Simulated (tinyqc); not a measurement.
Full spectrum, Debye and Einstein heat capacities: Born-von Karman spring model of a cubic crystal with one atom per cell. Computed by tinyqc, a small Python program. Command: `OMP_NUM_THREADS=1 python tinyqc.py 3021108 3021109 out.jsonl springs walk`. One thread of a shared host (Intel(R) Xeon(R) Processor @ 2.30GHz), about 0.1 s of CPU time with the checks.

First neighbours lie at a/2 (1,1,0) (12 of them), second at a (1,0,0) (6), with all permutations and signs; the volume per atom is Omega = a^3/4.

Inputs (values chosen for the exercise, for a model crystal):
```
quantity               value           unit
lattice constant a      3.42       angstrom
atomic mass M           68.4              u
radial spring k1L        2.9  eV/angstrom^2
transverse spring k1T  -0.12  eV/angstrom^2
radial spring k2L      0.047  eV/angstrom^2
transverse spring k2T  0.049  eV/angstrom^2
```

Lattice: fcc.

Constants: 1 eV/angstrom^3 = 160.2176634 GPa; u = 1.6605390666e-27 kg; hbar = 1.054571817e-34 J s; k_B = 1.380649e-23 J/K; nu for 1 eV/(angstrom^2 u) = 15.6333042 THz; h x 1 THz = 4.135667696 meV; k_B = 8.617333262e-05 eV/K.

Method:
- [ij,kl] = (1/(2 Omega)) sum_R K_ij R_k R_l; C11 = [xx,xx], C44 = [xx,yy], C12 = 2 [xy,xy] - C44; B = (C11 + 2 C12)/3; Zener ratio A = 2 C44/(C11 - C12). K(R) = kL n n^T + kT (1 - n n^T).
- rho = M/Omega and v = sqrt(C/rho), with C = C11, C44, C44 along [100]; (C11 + C12 + 2 C44)/2, C44, (C11 - C12)/2 along [110]; (C11 + 2 C12 + 4 C44)/3 and twice (C11 - C12 + C44)/3 along [111].
- Christoffel matrix G_xx = C11 n_x^2 + C44 (1 - n_x^2), G_xy = (C12 + C44) n_x n_y, with eigenvalues rho v^2; v_m^-3 is the mean of v^-3 over three branches and all directions (12 Gauss-Legendre points in cos(theta) times 24 angles phi = (j + 1/2) pi/12); q_D = (6 pi^2/Omega)^(1/3); Theta = hbar v_m q_D/k_B.
- A neighbour at R with unit vector n couples by the matrix K(R) = kL n n^T + kT (1 - n n^T), and D(q) = (1/M) sum_R K(R) [1 - cos(q.R)].
- An eigenvalue lambda of D in eV/(angstrom^2 u) gives nu = 15.6333042 THz x sqrt(lambda).
- Mesh: q = sum_i (m_i + 1/2)/n b_i, m_i = 0..n-1, with b = [[-1, 1, 1], [1, -1, 1], [1, 1, -1]] in 2 pi/a; sums are averages over the n^3 points (here n = 14), per atom.
- With x = h nu/(k_B T) and n = 1/(exp(x) - 1) for each mode: F = k_B T [x/2 + ln(1 - exp(-x))], U = k_B T x (n + 1/2), S/k_B = x n - ln(1 - exp(-x)), C/k_B = x^2 n (n + 1).
- Debye: C = 9 k_B (T/Theta)^3 int_0^(Theta/T) x^4 e^x/(e^x - 1)^2 dx with the elastic Theta. Einstein: three modes at the root-mean-square frequency. The last column is the Theta that makes the Debye formula give the full C at that T.

elastic Debye temperature = 435.720 K

root-mean-square frequency = 6.2493 THz

Heat capacity (k_B/atom):
```
T (K)  full spectrum   Debye  Einstein  Theta from C (K)
52            0.5288  0.3680    0.3140            376.63
78            1.1575  0.9135    0.9904            378.91
110           1.7554  1.5267    1.6711            381.97
150           2.2077  2.0359    2.1725            384.06
220           2.5853  2.4851    2.5756            385.63
330           2.8039  2.7539    2.8018            386.48
440           2.8872  2.8579    2.8865            386.79
650           2.9475  2.9337    2.9473            387.01
```

What follows from these numbers?

The apparent Theta runs from 377 to 387 K against the elastic 436 K; at high T it tends to sqrt(5/3) h nu_rms/k_B = 387 K. At the lowest T the Debye value is 0.70 and the Einstein value 0.59 times the full one; dispersion bends the branches below the sound lines, so the real spectrum has more low modes than Debye assumes. At the highest T Debye misses by 0.47 % and Einstein by 0.0053 %.

Extremes, crossings and ranges named in words are read from the listed rows.
